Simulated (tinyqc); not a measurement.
## Area and perimeter leakage from two diodes

Problem. A square diode and a finger diode leak I = JA area + JP perimeter. Find JA, JP and the side of the square at which both parts are equal.

areas (um^2): [90000, 96000]
perimeters (um): [1200, 20160]
leakage currents (pA): [45.976800, 50.250240]

Answer. Two linear equations give JA and JP; for a square of side a, JA a^2 = 4 JP a at a = 4 JP/JA.

JA = 5.100e-8 A/cm^2
JP = 6.400e-13 A/cm
side for equal parts = 0.5020 um

Computed by the program tinyqc: `OMP_NUM_THREADS=1 python tinyqc.py 2290089 2290090 out.jsonl`, one thread of a shared Intel Xeon 2.30GHz, about 0.01 s for the whole run.
